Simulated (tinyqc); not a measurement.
Inside a calculation. Method: Pariser-Parr-Pople SCF with singles CI, for the molecule NC1=C2C=CC(F)=C2C=C1 (SMILES; centres numbered as the heavy atoms are written). One step of it, computed by the program tinyqc.

Question. Iteration 1: orbitals and new P. Diagonalise F (the basis is taken as orthonormal) and form P = 2 sum c c over the lowest orbitals; 0.3 of the old P is kept.

F (eV):
```
            1N         2C         3C         4C         5C         6C          7F         8C
1N   -7.952722  -2.811656   0.165472   0.070402   0.046575   0.013962   -0.000627  -0.155913
2C   -2.811656  -4.611995  -3.151444   0.019018  -0.069924  -0.113772    0.008488   0.545193
3C    0.165472  -3.151444  -4.156693  -4.027175  -0.185139   0.503045   -0.041485  -3.218911
4C    0.070402   0.019018  -4.027175  -5.527154  -3.141098  -0.389309    0.039472   0.331887
5C    0.046575  -0.069924  -0.185139  -3.141098  -5.596012  -4.311044    0.148096   0.395401
6C    0.013962  -0.113772   0.503045  -0.389309  -4.311044  -4.310713   -2.237282  -3.045784
7F   -0.000627   0.008488  -0.041485   0.039472   0.148096  -2.237282  -15.880018   0.050162
8C   -0.155913   0.545193  -3.218911   0.331887   0.395401  -3.045784    0.050162  -3.854780
9C    0.226698  -0.505305   0.330176   0.453276   0.327085   0.047568    0.001285  -3.923998
10C   0.474650  -4.382070   0.329068   0.321444   0.106805  -0.075281    0.007767  -0.043340

            9C        10C
1N    0.226698   0.474650
2C   -0.505305  -4.382070
3C    0.330176   0.329068
4C    0.453276   0.321444
5C    0.327085   0.106805
6C    0.047568  -0.075281
7F    0.001285   0.007767
8C   -3.923998  -0.043340
9C   -5.109977  -3.346628
10C  -3.346628  -5.550656
```

pi electrons, sum of z_r less the charge = 12

P at the start:
```
            1N         2C         3C         4C         5C         6C         7F         8C
1N    1.931246   0.192991  -0.081031  -0.043031  -0.036614  -0.011203   0.000594   0.100782
2C    0.192991   1.427623   0.284939  -0.010452   0.048167   0.075705  -0.006638  -0.269549
3C   -0.081031   0.284939   1.562966   0.612432   0.091520  -0.248711   0.025976   0.310208
4C   -0.043031  -0.010452   0.612432   0.417347   0.281045   0.192454  -0.024714  -0.164065
5C   -0.036614   0.048167   0.091520   0.281045   0.459871   0.718709  -0.069522  -0.195465
6C   -0.011203   0.075705  -0.248711   0.192454   0.718709   1.559655   0.043566   0.245399
7F    0.000594  -0.006638   0.025976  -0.024714  -0.069522   0.043566   1.995665  -0.023548
8C    0.100782  -0.269549   0.310208  -0.164065  -0.195465   0.245399  -0.023548   1.604410
9C   -0.146527   0.249796  -0.163219  -0.301524  -0.225273  -0.026142  -0.000759   0.573836
10C  -0.232431   0.745281  -0.162673  -0.221388  -0.083111   0.051857  -0.005949   0.021424

            9C        10C
1N   -0.146527  -0.232431
2C    0.249796   0.745281
3C   -0.163219  -0.162673
4C   -0.301524  -0.221388
5C   -0.225273  -0.083111
6C   -0.026142   0.051857
7F   -0.000759  -0.005949
8C    0.573836   0.021424
9C    0.461737   0.357950
10C   0.357950   0.579480
```

Give: orbital energies; P after iteration 1.

Answer.

orbital energies (eV): [-16.382, -12.525, -11.301, -9.497, -7.670, -6.977, -3.354, 0.077, 1.584, 3.496]

P after iteration 1:
```
         1N      2C      3C      4C      5C      6C      7F      8C
1N    1.819   0.385  -0.029  -0.170  -0.031   0.101  -0.021   0.110
2C    0.385   1.063   0.293   0.140   0.040  -0.089   0.023  -0.237
3C   -0.029   0.293   1.227   0.731  -0.097  -0.248   0.035   0.391
4C   -0.170   0.140   0.731   0.794   0.381   0.073  -0.019  -0.068
5C   -0.031   0.040  -0.097   0.381   0.969   0.789  -0.104  -0.160
6C    0.101  -0.089  -0.248   0.073   0.789   1.096   0.129   0.326
7F   -0.021   0.023   0.035  -0.019  -0.104   0.129   1.981  -0.033
8C    0.110  -0.237   0.391  -0.068  -0.160   0.326  -0.033   1.273
9C   -0.159   0.133  -0.016  -0.311  -0.190   0.151  -0.039   0.686
10C  -0.260   0.747  -0.140  -0.150   0.062   0.010   0.000  -0.146

         9C     10C
1N   -0.159  -0.260
2C    0.133   0.747
3C   -0.016  -0.140
4C   -0.311  -0.150
5C   -0.190   0.062
6C    0.151   0.010
7F   -0.039   0.000
8C    0.686  -0.146
9C    0.750   0.439
10C   0.439   1.029
```
